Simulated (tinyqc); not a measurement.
Thickness from the minima: X-ray reflectivity of a thin film on silicon: critical angles, Parratt recursion, fringes and roughness. Computed by tinyqc, a small Python program. Command: `OMP_NUM_THREADS=1 python tinyqc.py 3120563 3120564 out.jsonl xrr walk`. One thread of a shared host (Intel(R) Xeon(R) Processor @ 2.30GHz), about 0.01 s of CPU time with the checks.

n = 1 - delta + i beta; the classical electron radius is r_e = 2.8179403e-6 nm. Layer 0 is vacuum, 1 the film, 2 the substrate.

Inputs (values chosen for the exercise, modelled on a porous low-k film on silicon, copper K-alpha radiation): wavelength lambda = 0.15406 nm; film density rho = 1.25 g/cm^3; effective electrons per unit mass, film = 0.517 mol/g; beta/delta, film = 0.0098; film thickness d = 7.14 nm; roughness of the surface sigma_1 = 0.66 nm; roughness of the interface sigma_2 = 0.5 nm; substrate density = 2.33 g/cm^3; effective electrons per unit mass, substrate = 0.507 mol/g; beta/delta, substrate = 0.023; grazing angle theta = 2.44 degrees.

Constants: N_A = 6.02214076e+23 1/mol.

Method:
- delta = r_e lambda^2 rho_e/(2 pi), rho_e = density x electrons per mass x N_A; critical angle sqrt(2 delta), q_c = 4 sqrt(pi r_e rho_e).
- k_j = (2 pi/lambda) sqrt(sin^2 theta - 2 delta_j + 2 i beta_j); r_ij = (k_i - k_j)/(k_i + k_j) x exp(-2 k_i k_j sigma^2) (Nevot-Croce); r = (r_01 + r_12 p)/(1 + r_01 r_12 p), p = exp(2 i k_1 d); R = |r|^2.
- Far above the critical angle the period is d theta = lambda/(2 d), or 2 pi/d in q; the envelope runs between (|r_01| - |r_12 p|)^2 and (|r_01| + |r_12 p|)^2; contrast = 2 a b/(a^2 + b^2) with a = |r_01|, b = |r_12 p|; roughness factors on the amplitudes are about exp(-q^2 sigma^2/2).
- Minima of R theta^4 are located on 6001 points over 7.5 periods, from 1.15 times the larger critical angle. With refraction, sin^2(theta_m) = 2 delta + m^2 (lambda/(2 d))^2, m integer or half-integer; the first six minima are used, and the first order is the one that minimises the largest residual of the least-squares line plus the distance of its intercept from 2 delta. Without refraction, d = lambda/(2 x mean step of sin theta).

Constants:
```
layer      rho_e (1/nm^3)        delta         beta  critical angle (degrees)  q_c (1/nm)
film              389.181  4.14270e-06  4.05984e-08                  0.164922    0.234788
substrate         711.402  7.57263e-06  1.74170e-07                  0.222977    0.317437
```

period in theta = 0.618136 degrees

Minima:
```
order m  theta (degrees)  sin^2 theta
0.5               0.3546    0.0000383
1.5               0.9449    0.0002719
2.5               1.5568    0.0007381
3.5               2.1750    0.0014403
4.5               2.8109    0.0024049
```

d with refraction = 7.0851 nm

d without refraction = 7.1905 nm

What follows from these numbers?

Against d = 7.14 nm the errors are -0.77 % with and +0.71 % without refraction. The orders are half-integers, as r_01 and r_12 have the same sign for a film less dense than the substrate.

Extremes, crossings and ranges named in words are read from the listed rows.
